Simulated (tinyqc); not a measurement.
Energy and delay of logic against supply voltage: optimum supplies against the temperature.

One expression serves below and above threshold: I(Vg) = Ik [ln(1 + exp((Vg - VT + dd V)/(al nf Vt)))]^al, with I_on = I(V) and I_off = I(0). Gate delay td = kd C V/I_on, clock period LD td. Per gate and cycle the switching energy is act C V^2 and the leakage energy I_off V LD td. No short-circuit current, no variation. Minima are sought above 0.09 V; below a few Vt gates no longer switch and the model has no meaning.

V_min minimises the energy and V_EDP the product of energy and td. VT, Ik and nf are held fixed.

Inputs (values chosen for the exercise); values of the order met in logic technologies: threshold voltage at zero drain bias VT = 0.44 V; slope factor nf = 1.11; barrier lowering per volt of supply dd = 0.04; specific current of a gate Ik = 1.6 uA; exponent of the current law al = 1.76; load capacitance of a gate C = 3.7 fF; delay factor kd = 0.9; logic depth LD = 16; activity factor act = 0.1.

Constants: q = 1.602176634e-19 C, kB = 1.380649e-23 J/K, Vt = kB T/q. Results are converted to the units shown.

Results:
```
T (K)	V_min (V)	energy at V_min (aJ)	leakage share (%)	clock at V_min (MHz)	V_EDP (V)	clock at V_EDP (GHz)
220	0.1166	7.873	36.10	6.805e-5	1.024	4.235
250	0.1325	10.17	36.11	7.358e-4	1.024	3.381
280	0.1484	12.76	36.14	0.004712	1.024	2.770
310	0.1643	15.66	36.20	0.02081	1.024	2.316
340	0.1802	18.87	36.32	0.06988	1.024	1.968
400	0.2121	26.33	36.80	0.4423	1.024	1.478
```

Estimate the missing row, T = 370 K.

Computed row:
```
T (K)	V_min (V)	energy at V_min (aJ)	leakage share (%)	clock at V_min (MHz)	V_EDP (V)	clock at V_EDP (GHz)
370	0.1961	22.42	36.51	0.1907	1.024	1.696
```

With this row back in the table: As T goes from 220 to 400, V_min rises from 0.117 to 0.212 V, the energy there rises from 7.87 to 26.3 aJ, the clock there rises from 6.80e-5 to 0.442 MHz and V_EDP stays near 1.02 V.

Computed by the program tinyqc: `OMP_NUM_THREADS=1 python tinyqc.py 2082118 2082119 out.jsonl`, one thread of a shared Intel Xeon 2.30GHz, about 0.01 s for the whole run.
